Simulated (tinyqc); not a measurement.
Undoped gate-all-around wire MOSFET, analytic charge model: two steps of the calculation.

An undoped round wire of radius R under an insulator shell and a surrounding gate; long channel, electrons only, n = ni exp((psi - V)/Vt) with V the quasi-Fermi potential (0 at the source, Vd at the drain), constant mobility, no quantisation. The radial Poisson equation gives n(r) = n(0)/(1 - (1 - b) r^2/R^2)^2 with b = Q0/(Q + Q0). Q is the electron charge per area of the wire surface.

Values chosen for this exercise; material values close to those of silicon: temperature T = 325 K; band gap Eg = 1.14 eV; relative permittivity of the semiconductor eps_r = 11.6; conduction-band density of states at T Nc = 3.19e19 cm^-3; valence-band density of states at T Nv = 2.95e19 cm^-3; relative permittivity of the gate insulator eox = 3.71; insulator thickness tox = 3.5 nm; wire radius R = 20 nm; gate work function less that of the intrinsic body dphi = 0.06 V; gate voltage Vg = 1.09 V.

Constants: q = 1.602176634e-19 C, kB = 1.380649e-23 J/K, Vt = kB T/q, eps0 = 8.8541878128e-14 F/cm where lengths are in cm. Results are converted to the units shown.

Question 1. Constants of the wire. ni = sqrt(Nc Nv) exp(-Eg/(2 Vt)), Eg in volts; Cox = eps0 eox/(R ln(1 + tox/R)); Q0 = 4 eps0 eps_r Vt/R; V0 = dphi + Vt ln[8 eps0 eps_r Vt/(q ni R^2)].

Find: ni; Cox; Q0; V0.

Answer 1.

ni = 4.4444e10 cm^-3
Cox = 1.0185 uF/cm^2
Q0 = 57.530 nC/cm^2
V0 = 0.50544 V

Question 2. Charge at the source by Newton steps. With V = 0: f = Q/Cox + Vt ln(Q/Q0) + Vt ln(1 + Q/Q0) - (Vg - V0); f' = 1/Cox + Vt/Q + Vt/(Q + Q0); Q(new) = Q - f/f'.

Q after iteration 1 = 108.22458 nC/cm^2
Cox = 1.0184602 uF/cm^2
Q0 = 57.529813 nC/cm^2
V0 = 0.50543544 V

Give: f; f'; Q after iteration 2.

Answer 2.

f = -0.4310 V
f' = 0.001410 V cm^2/nC
Q after iteration 2 = 414.0 nC/cm^2

Program tinyqc, `OMP_NUM_THREADS=1 python tinyqc.py 2460029 2460030 out.jsonl`; Intel Xeon 2.30GHz, shared host, one thread, about 0.02 s.
